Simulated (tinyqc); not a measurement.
Quantum point contact as a saddle point: two steps of the calculation.

Potential V0 - m wx^2 x^2/2 + m wy^2 y^2/2; energies are counted from V0. Mode n = 0, 1, ... transmits T_n(E) = 1/(1 + exp(-2 pi (E - E_n)/wx)), E_n = wy (n + 1/2); each mode carries 2 q^2/h.

Values chosen for this exercise: temperature T = 1.5 K; transverse quantum hbar wy wy = 5.2 meV; curvature of the barrier hbar wx wx = 2.3 meV; Fermi level above the saddle point mu = 2.32 meV; points of the energy grid nE = 11; half-range of the grid in kB T xm = 6.

Constants: q = 1.602176634e-19 C, kB = 1.380649e-23 J/K, h = 6.62607015e-34 J s, Vt = kB T/q. Results are converted to the units shown.

Task 1. Transmissions at the Fermi level. At zero temperature g = G/(2 q^2/h) = sum T_n(mu); Fano factor sum T_n (1 - T_n)/sum T_n. Modes beyond those listed are in the sums but add less than 1e-4 to g.

Wanted: E_n; T_n; g; G; Fano factor.

Result 1.

```
mode  E_n (meV)      T_n
0        2.6000  0.31758
1        7.8000  0.00000
```

g = 0.31758
G = 24.607 uS
Fano factor = 0.6824

Task 2. Thermal average on a coarse grid. g(T) = int g(E) (-df/dE) dE = int g(mu + x kB T) dx/(4 cosh^2(x/2)), g(E) the zero-temperature value at E, g = G/(2 q^2/h). Simpson's rule on nE equally spaced x from -xm to xm.

Wanted: x; E; g(E); weight; integral of the weight; g(T); g(T) divided by the integral of the weight.

Result 2.

```
point       x  E (meV)    g(E)  weight
0      -6.000    1.544  0.0530  0.0025
1      -4.800    1.700  0.0787  0.0081
2      -3.600    1.855  0.1155  0.0259
3      -2.400    2.010  0.1663  0.0763
4      -1.200    2.165  0.2335  0.1779
5       0.000    2.320  0.3176  0.2500
6       1.200    2.475  0.4155  0.1779
7       2.400    2.630  0.5206  0.0763
8       3.600    2.785  0.6239  0.0259
9       4.800    2.940  0.7171  0.0081
10      6.000    3.096  0.7947  0.0025
```

integral of the weight = 0.9980
g(T) = 0.3297
g(T) divided by the integral of the weight = 0.3303

Program tinyqc, `OMP_NUM_THREADS=1 python tinyqc.py 2740128 2740129 out.jsonl`; Intel Xeon 2.30GHz, shared host, one thread, about 0.07 s.
